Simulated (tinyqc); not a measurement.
What each parameter does: Landau levels of massless Dirac electrons.

E_N = sqrt(2N) hv/l for N = 0, 1, 2, ... and the mirror levels below zero; each is fourfold (spin, valley), Zeeman splitting left out; half of level 0 belongs to the electrons.

In a field B along z: l = 1/sqrt((e/hbar) B) is the magnetic length, n_B = B/(h/e) the number of states per area in one level, hbar wc = 2 muB B/m for mass m in m0; 1/angstrom^2 = 1e16/cm^2.

Level 0 takes 2 n_B electrons and each higher level 4 n_B. At zero temperature and without broadening EF sits in the partly filled level.

Constants: e/hbar = 1.519267448e-05 1/(T angstrom^2); h/e = 413566.7697 T angstrom^2; muB = 5.788381798e-05 eV/T.

Values chosen for the exercise (out of a larger set: near those of graphene; not measured data): hv = 6.75 eV angstrom (hbar v); B = 6.3 T (magnetic field); n = 1.8 x 1e11/cm^2 (electron sheet density).

The second and third levels from below, nu = n/n_B, and EF. Each row changes one parameter from the base and keeps the others.

Results:
```
case,second level (meV),third level (meV),nu,EF (meV)
base,93.39,132.08,1.18,0.00
B = 5.35 T,86.06,121.71,1.39,0.00
hv = 5.74 eV angstrom,79.42,112.31,1.18,0.00
n = 1.53 x 1e11/cm^2,93.39,132.08,1.00,0.00
```

The largest shifts from the base row, up to three for each result and ties (the steps differ in size, so this ranks the rows, not the parameters). second level (meV): hv -13.97, B -7.33; unchanged at the printed digits by n. third level (meV): hv -19.76, B -10.36; unchanged at the printed digits by n. nu: B +0.21, n -0.18; unchanged at the printed digits by hv. EF (meV): unchanged at the printed digits by B, hv and n.

(tinyqc, `OMP_NUM_THREADS=1 python tinyqc.py 1280732 1280733 out.jsonl`, Intel(R) Xeon(R) Processor @ 2.30GHz, 1 thread, shared host, about 0.01 s.)
